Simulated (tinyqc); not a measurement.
Inside a calculation. Model: Joule-heated wire on a substrate, fin equation.

Program tinyqc, `OMP_NUM_THREADS=1 python tinyqc.py 2520052 2520053 out.jsonl`; Intel Xeon 2.30GHz, shared host, one thread, about 0.01 s. Printed values are rounded.

A wire of length L loses heat along itself to two contacts and sideways to the substrate: kap A theta'' - g theta + p = 0 with theta = T - T0 and p = p0. The ends are held at T0. Constant conductivity, diffusive heat flow.

Values chosen for this exercise:
```
symbol  value     unit                                  meaning
T0        300        K    temperature of substrate and contacts
kap        13  W/(m K)              conductivity along the wire
A         230     nm^2                            cross-section
g         1.1  W/(m K)  conductance per length to the substrate
L         260       nm              length between the contacts
Rc          0     K/uW       thermal resistance of each contact
p0        0.1    uW/nm                       heating per length
```

## Healing length

LH = sqrt(kap A/g); far from the contacts uniform heating p0 would give theta = p0/g.

LH = 52.13619 nm
L/LH = 4.986939
p0/g = 90.90909 K

## The tridiagonal system

Nodes x_i = i h, h = L/12; box widths w_i = h (h/2 at the ends); c = kap A/h; equation of node i: -c theta_(i-1) + d_i theta_i - c theta_(i+1) = b_i with d_i = 2 c + g w_i, b_i = p(x_i) w_i; theta = 0 at the end nodes.

c = 0.138 uW/K

| node | d (uW/K) | b (uW) |
|---|---|---|
| 1 | 0.2998333 | 2.166667 |
| 2 | 0.2998333 | 2.166667 |
| 3 | 0.2998333 | 2.166667 |
| 4 | 0.2998333 | 2.166667 |
| 5 | 0.2998333 | 2.166667 |
| 6 | 0.2998333 | 2.166667 |
| 7 | 0.2998333 | 2.166667 |
| 8 | 0.2998333 | 2.166667 |
| 9 | 0.2998333 | 2.166667 |
| 10 | 0.2998333 | 2.166667 |
| 11 | 0.2998333 | 2.166667 |

## Temperature rise

Solve -c theta_(i-1) + d_i theta_i - c theta_(i+1) = b_i for nodes 1 to 11, with theta = 0 at nodes 0 and 12.

| node | theta (K) |
|---|---|
| 0 | 0.00000 |
| 1 | 30.19471 |
| 2 | 49.90372 |
| 3 | 62.53088 |
| 4 | 70.25698 |
| 5 | 74.41635 |
| 6 | 75.72734 |
| 7 | 74.41635 |
| 8 | 70.25698 |
| 9 | 62.53088 |
| 10 | 49.90372 |
| 11 | 30.19471 |
| 12 | 0.00000 |

The hottest node is 6, at 75.73 K above T0; a mesh of 800 steps gives a peak of 75.99 K, so the coarse value is 0.34 % below it. On the fine mesh 60.4 % of the heat leaves through the substrate and the rest through the contacts.

## Closed form at the middle

theta(L/2) = (p0/g)[1 - 1/(cosh(L/(2 LH)) + Rc g LH sinh(L/(2 LH)))], LH = sqrt(kap A/g).

theta(L/2) = 75.98862 K
